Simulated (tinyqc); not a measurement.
Worked calculation: RHF in the sto-3g basis, for H3+, spin multiplicity 1. One step of it, computed by the program tinyqc.

Question. Iteration 1: building the Fock matrix. J_ij = sum D_kl (ij|kl), K_ij = sum D_kl (ik|jl); F = H + J - 0.5 K; E = tr D H + tr D J / 2 - 0.25 tr D K + E_nn.

D at the start, lower triangle:
```
           1H 1s      2H 1s     3H 1s
1H 1s   0.011809
2H 1s   0.141604   1.698041
3H 1s  -0.098388  -1.179813  0.819744
```

core Hamiltonian H = T + V (hartree), lower triangle:
```
           1H 1s      2H 1s      3H 1s
1H 1s  -1.747188
2H 1s  -1.231347  -1.452847
3H 1s  -1.231347  -0.511256  -1.452847
```

Two-electron integrals (ij|kl) in chemists' order, unique and non-zero (hartree):
```
(11|11) 0.774606   (21|11) 0.432121   (21|21) 0.283233   (22|11) 0.561749
(22|21) 0.432121   (22|22) 0.774606   (31|11) 0.432121   (31|21) 0.225475
(31|22) 0.280357   (31|31) 0.283233   (32|11) 0.157868   (32|21) 0.093766
(32|22) 0.132115   (32|31) 0.093766   (32|32) 0.034749   (33|11) 0.561749
(33|21) 0.280357   (33|22) 0.340892   (33|31) 0.432121   (33|32) 0.132115
(33|33) 0.774606
```

nuclear repulsion = 1.73614571 hartree

Give: Coulomb J; exchange K; Fock matrix F; total energy of this density.

Answer.

Coulomb J (hartree), lower triangle:
```
        1H 1s   2H 1s   3H 1s
1H 1s  1.0884
2H 1s  0.7833  1.3569
3H 1s  0.6223  0.2606  0.9031
```

exchange K (hartree), lower triangle:
```
        1H 1s    2H 1s   3H 1s
1H 1s  0.2276
2H 1s  0.4563   1.1393
3H 1s  0.0483  -0.0917  0.3271
```

Fock matrix F (hartree), lower triangle:
```
         1H 1s    2H 1s    3H 1s
1H 1s  -0.7726
2H 1s  -0.6762  -0.6657
3H 1s  -0.6332  -0.2048  -0.7133
```

total energy of this density = -0.207098 hartree
